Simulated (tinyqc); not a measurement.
Worked calculation: Ewald sum of point charges, caesium chloride, strained along z by a factor 0.95, lattice. Computed by tinyqc, a small Python program that keeps every step. Command: `OMP_NUM_THREADS=1 python tinyqc.py 30978 30979 out.jsonl` (the two numbers bound the seeds that draw the settings). One thread of a shared host (Intel(R) Xeon(R) Processor @ 2.60GHz), about 0.03 s of CPU time with the checks.

## Ewald sum with eta = 0.265 1/bohr

cell vectors (rows) (bohr):
$$\begin{pmatrix}
12.810000 & 0.000000 & 0.000000 \\
0.000000 & 12.810000 & 0.000000 \\
0.000000 & 0.000000 & 12.170000
\end{pmatrix}$$

Charges:
```
q                f1        f2        f3
1.000000   0.000000  0.000000  0.000000
-1.000000  0.500000  0.500000  0.500000
```

Real space: 1/2 sum q_i q_j erfc(eta r)/r over all images with r > 0; reciprocal space: (2 pi/V) sum_(G != 0) exp(-G^2/4 eta^2)/G^2 |S(G)|^2 with S(G) = sum q exp(i G.r); self term -eta/sqrt(pi) sum q^2; background -pi Q^2/(2 V eta^2), Q the total charge.

Real-space shells (first ones):
```
r (bohr)   pairs  sum (hartree)
10.912162     16      -0.000032
12.170000      4       8.37e-07
12.810000      8       4.94e-07
17.669324     16       1.61e-11
18.116076      8              0
20.378741     16              0
21.148699     32              0
21.824324     16              0
```

Reciprocal shells (first ones that count):
```
G^2 (1/bohr^2)  vectors  sum (hartree)
0.240581              4       0.088857
0.266550              2       0.036559
0.747712              8       0.009401
1.202905              8       0.001156
1.228874              8       0.001032
1.306781              8       0.000735
2.165230              4       0.000010
2.191199              8       0.000019
2.269105             16       0.000028
2.398949              2       2.05e-06
2.672361             16       0.000006
2.880112              8       1.23e-06
```

## The total does not depend on eta

The same sums for other eta.

Totals (hartree per cell):
```
eta            real  reciprocal       self  background        total
0.265000  -0.000030    0.137806  -0.299020    0.000000  -0.16124449
0.426000  -3.58e-11    0.319445  -0.480690    0.000000  -0.16124449
0.526000          0    0.432283  -0.593527    0.000000  -0.16124449
```

shortest distance = 10.912162 bohr

Madelung constant -E d / (formula units |q+ q-|) = 1.759526
